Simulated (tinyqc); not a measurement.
What moves the results: three-band (Emery) model of a CuO2 plane downfolded to one band. A value that a table varies takes the place of the one given here.

Electron picture, d at 0 and the oxygen p orbitals at -D; sx = sin(kx a/2), sy = sin(ky a/2). H = [[0, 2 tpd sx, -2 tpd sy], [., -D, -4 tpp sx sy], [., ., -D]], real and symmetric. The top (antibonding) band crosses the Fermi level.

One-band form E = e0 - 2t (cos kx + cos ky) - 4t' cos kx cos ky - 2t'' (cos 2kx + cos 2ky) - 4t''' (cos 2kx cos ky + cos kx cos 2ky), k in 1/a. Each hopping is minus the mean of E cos(m kx) cos(n ky) over a 12 x 12 mesh, k = (j + 1/2) 2 pi/12.

Values chosen for the exercise (out of a larger set: of the size used for cuprate planes; not measured data): D = 1.6 eV (ed - ep); tpd = 1.42 eV (d-p hopping); tpp = 0.34 eV (p-p hopping).

## Ways to reach one band

e0, t, t', t'', t''' (eV): 2.25717  0.45486  0.01732  0.04436  0.00773

k in pi/a. Second order: 4 tpd^2 (sx^2 + sy^2)/D. Downfolded at a fixed energy: h(E0) = V (E0 - H_pp)^-1 V^T at E0 = the exact level at (1/2,1/2), then linearised, E = E0 + Z (h(E0) - E0), Z = 1/(1 + |(E0 - H_pp)^-1 V^T|^2). Fourier: all four hoppings.

Top band (eV):
```
k           exact  second order  linearised  Fourier
(0,0)      0.0000        0.0000      0.0000   0.1291
(1/2,0)    1.3617        2.5205      1.2865   1.3784
(1,0)      2.1505        5.0410      2.1442   2.1490
(1,1/2)    3.1570        7.5615      3.0765   3.1360
(1,1)      3.8982       10.0820      3.5294   3.8918
(3/4,3/4)  3.4975        8.6055      3.3113   3.5091
(1/2,1/2)  2.4170        5.0410      2.4170   2.4346
(1/4,1/4)  0.9886        1.4765      0.8696   0.9360
```

The band is 3.898 eV wide; second order gives 10.082, a factor 2.59, since 2 tpd/D = 1.77 is not small. It also leaves out tpp, which widens the exact band and so lowers this factor. Linearising about the Fermi region is exact at (1/2,1/2), off by 6.3 meV at (1,0) and 369 meV at worst, far from E0. The four Fourier hoppings err by at most 129 meV, at (0,0).

## What sets t'/t

tpp is varied; points are in units of pi/a. E(1,0) is the saddle point; the filling is the share of a 40 x 40 mesh, k = (j + 1/2) 2 pi/40, below the saddle energy, times two.

One-band values:
```
tpp (eV)  t (eV)  t' (eV)  t'' (eV)    t'/t  E(1,0) - E(1/2,1/2) (eV)  electrons at the saddle
0.05      0.3833   0.0483    0.0317   0.126                   -0.0368                    0.950
0.20      0.4189   0.0328    0.0381   0.078                   -0.1522                    0.915
0.35      0.4575   0.0162    0.0448   0.035                   -0.2749                    0.875
0.50      0.4992  -0.0016    0.0517  -0.003                   -0.4053                    0.825
0.65      0.5438  -0.0205    0.0589  -0.038                   -0.5434                    0.780
0.80      0.5914  -0.0406    0.0664  -0.069                   -0.6895                    0.760
```

t'/t goes from 0.126 to -0.069. With tpp = 0 the band depends on sx^2 + sy^2 alone and the line through the saddle is a nested square, whatever t' says: terms in (cos kx + cos ky)^2 bring t' and t'' in the ratio two to one, higher powers alter it (first row: 0.0483 and 0.0317 eV), so t' - 2t'', which goes from -0.0151 to -0.1733 eV, measures the rounding. Oxygen hopping lowers the saddle against (1/2,1/2), by 0.689 eV in the last row, so the van Hove filling moves from 0.95 to 0.76 electrons (mesh values, coarse by a few hundredths; the nested square holds exactly 1) and the half-filled Fermi line closes around (1,1).

## What each parameter does

Top band at (1,1), (1,0) and (1/2,1/2) in pi/a, and its d weight at (1/2,1/2). Each row changes one parameter from the base and keeps the others.

Results:
```
case            E(1,1) (eV)  E(1,0) (eV)  E(1/2,1/2) (eV)  d weight
base                 3.8982       2.1505           2.4170    0.5799
D = 1.76 eV          3.8213       2.0932           2.3509    0.5934
tpd = 1.278 eV       3.4967       1.8783           2.1371    0.5886
tpp = 0.374 eV       3.9647       2.1505           2.4458    0.5742
```

The largest shifts from the base row, up to three for each result and ties (the steps differ in size, so this ranks the rows, not the parameters). E(1,1) (eV): tpd -0.4014, D -0.0768, tpp +0.0665. E(1,0) (eV): tpd -0.2723, D -0.0573; unchanged at the printed digits by tpp. E(1/2,1/2) (eV): tpd -0.2799, D -0.0661, tpp +0.0288. d weight: D +0.0135, tpd +0.0086, tpp -0.0058. At (1,0) sy = 0, so tpp does not enter.

Computed by tinyqc, a small Python program: `OMP_NUM_THREADS=1 python tinyqc.py 1482840 1482841 out.jsonl` (the numbers bound the seed that draws the inputs); one thread of a shared host (Intel(R) Xeon(R) Processor @ 2.30GHz), about 0.05 s for the whole set of steps.
